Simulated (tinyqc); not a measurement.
Comparisons within one model: thin-film optics by transfer matrices. A value that a table varies takes the place of the one given here.

Indices N = n + i k. Snell: N0 sin(theta) = N_j sin(theta_j), with Im(N_j cos theta_j) >= 0. Admittance y_j = N_j cos theta_j for s and N_j/cos theta_j for p. Phase delta_j = 2 pi N_j cos theta_j d_j/lambda. Layer matrix [[cos delta, -i sin delta/y], [-i y sin delta, cos delta]], multiplied from the top down to M. (B, C) = M (1, y_sub); r = (y0 B - C)/(y0 B + C), R = |r|^2, T = 4 Re y0 Re y_sub/|y0 B + C|^2, absorbed in the films 1 - R - T.

Ellipsometry: rho = tan(Psi) exp(i Delta) = -conj(r_p/r_s) with the r of the admittance formula, Delta in 0 to 360 degrees, so that a bare dielectric at small angles gives Delta = 180.

Values chosen for the exercise (indices near those of resist on Cu; shifted at random, so the results belong to these values and not to a real crystal): lam = 365 nm (vacuum wavelength); n0 = 1 (ambient index); n = (1.667, 1.264) (n of resist, substrate); k = (0.024, 1.949) (k in the same order); d = (108) nm (thicknesses, top first); theta = 70 degrees (angle of incidence); pol = s (polarisation).

## Swing curve: thickness of the top film

The first entry of d takes the values listed.

Stack:
```
d_1 (nm)       R       T  absorbed
108.0     0.7551  0.1867    0.0582
130.1     0.7197  0.2116    0.0687
152.2     0.5059  0.3599    0.1342
174.3     0.0384  0.6566    0.3051
196.4     0.3130  0.4387    0.2483
218.4     0.6242  0.2301    0.1457
240.5     0.7109  0.1743    0.1148
262.6     0.6728  0.1953    0.1320
284.7     0.4573  0.3140    0.2287
306.8     0.0582  0.5160    0.4257
328.9     0.2853  0.3701    0.3446
351.0     0.5815  0.2089    0.2096
373.1     0.6711  0.1617    0.1672
```

R swings between 0.0384 and 0.7551 on these points. The period is lambda/(2 Re(N_1 cos theta_1)) = 132.5 nm, six rows. The swing shrinks from 0.7167 in the first period to 0.6527 in the second, as the film absorbs the wave that returns from below. The swing ratio (max - min)/mean is 1.46.

## Angle of incidence

Both polarisations.

Stack:
```
theta (degrees)     R_s     R_p    Psi   Delta
0                0.3940  0.3940  45.00  180.00
15               0.4156  0.3885  44.03  177.44
30               0.4762  0.3660  41.24  170.85
45               0.5638  0.3106  36.58  162.95
55               0.6319  0.2446  31.89  158.31
60               0.6693  0.2002  28.68  156.15
65               0.7100  0.1480  24.54  153.63
70               0.7551  0.0898  19.03  149.18
75               0.8059  0.0347  11.72  135.39
80               0.8634  0.0144   7.36   60.75
85               0.9283  0.1493  21.85   10.96
```

R_s and R_p agree at normal incidence (0.3940). R_p is lowest at 80 degrees of those listed (0.0144), where R_s = 0.8634; the top face alone would stop reflecting p light at arctan(n/n0) = 59.0 degrees, while the layers and the substrate below set where the minimum falls. R_s rises steadily with the angle.

## Sensitivity of the reflectance

R for both polarisations. Each row changes one parameter from the base and keeps the others.

Results:
```
case                   R_s     R_p     T_s
base                0.7551  0.0898  0.1867
d = (113) nm        0.7567  0.1049  0.1853
n = (1.7, 1.264)    0.7619  0.1024  0.1837
k = (0.024, 2.154)  0.7707  0.1118  0.1704
lam = 370 nm        0.7536  0.0870  0.1879
theta = 75 degrees  0.8059  0.0347  0.1466
```

The largest shifts from the base row, up to three for each result and ties (the steps differ in size, so this ranks the rows, not the parameters). R_s: theta +0.0508, k +0.0156, n +0.0069. R_p: theta -0.0551, k +0.0220, d +0.0151. T_s: theta -0.0402, k -0.0164, n -0.0031.

Program tinyqc; command `OMP_NUM_THREADS=1 python tinyqc.py 1681187 1681188 out.jsonl`; about 0.01 s on one thread of a shared Intel(R) Xeon(R) Processor @ 2.30GHz.
